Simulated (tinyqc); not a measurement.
From results back to parameters: round or elliptic silicon nanowire with anisotropic valleys (Ritz method). Four cases, with inputs chosen for the exercise.

Problem. For a circular wire every level scales as 1/R^2. The lowest level of group A was computed from a hidden radius.

Wire along x = [100] on a (001) wafer, y = [010], z = [001]. Valley groups, two valleys each (w = inverse masses): A, axis along z: w_y = 1/mt, w_z = 1/ml, m_x = mt; B, axis along y: w_y = 1/ml, w_z = 1/mt, m_x = mt; C, axis along x: w_y = w_z = 1/mt, m_x = ml.

Hard wall on the ellipse (y/a)^2 + (z/b)^2 = 1, c = hbar^2/2m0. With u = y/a, v = z/b the operator is -c [(w_y/a^2) d2/du2 + (w_z/b^2) d2/dv2] on the unit disc. Basis (1 - u^2 - v^2) u^i v^j; S, X and Y are the disc integrals of f f', (df/du)(df'/du) and (df/dv)(df'/dv), from the integral of u^p v^q = 2 Gamma((p+1)/2) Gamma((q+1)/2)/((p + q + 2) Gamma((p+q+2)/2)) for even p, q; H = c (w_y X/a^2 + w_z Y/b^2).

Converged values use 21 functions of each parity class (e or o in u, then in v).

Constants: hbar^2/2m0 = 3.80998211 eV angstrom^2.

Case 1.

Values chosen (out of a larger set: near those of a Si nanowire; not measured data): ml = 0.903 m0 (longitudinal mass); mt = 0.19 m0 (transverse mass).

level = 0.076680 eV

Case 2.

Values chosen (out of a larger set: near those of a Si nanowire; not measured data): ml = 0.931 m0 (longitudinal mass); mt = 0.187 m0 (transverse mass).

level = 0.143584 eV

Case 3.

Values chosen (out of a larger set: near those of a Si nanowire; not measured data): ml = 0.902 m0 (longitudinal mass); mt = 0.192 m0 (transverse mass).

level = 0.062854 eV

Case 4.

Values chosen (out of a larger set: near those of a Si nanowire; not measured data): ml = 0.902 m0 (longitudinal mass); mt = 0.188 m0 (transverse mass).

level = 0.214868 eV

Find: E R^2/c; R.

Solution.

Case 1.

E R^2/c = 18.113
R = 30.0 angstrom

Solve once for R = 1 and scale. The mean inverse mass would give 2.404826^2 (1/mt + 1/ml)/2 = 18.421, 1.7 % too high.

Case 2.

E R^2/c = 18.240
R = 22.0 angstrom

Solve once for R = 1 and scale. The mean inverse mass would give 2.404826^2 (1/mt + 1/ml)/2 = 18.569, 1.8 % too high.

Case 3.

E R^2/c = 17.966
R = 33.0 angstrom

Solve once for R = 1 and scale. The mean inverse mass would give 2.404826^2 (1/mt + 1/ml)/2 = 18.266, 1.7 % too high.

Case 4.

E R^2/c = 18.272
R = 18.0 angstrom

Solve once for R = 1 and scale. The mean inverse mass would give 2.404826^2 (1/mt + 1/ml)/2 = 18.587, 1.7 % too high.

Computed by tinyqc, one run a case: `OMP_NUM_THREADS=1 python tinyqc.py N N+1 out.jsonl` with N = 1250170, 1250203, 1250237, 1250294; one thread of a shared Intel(R) Xeon(R) Processor @ 2.30GHz, about 0.06 s a run at most.
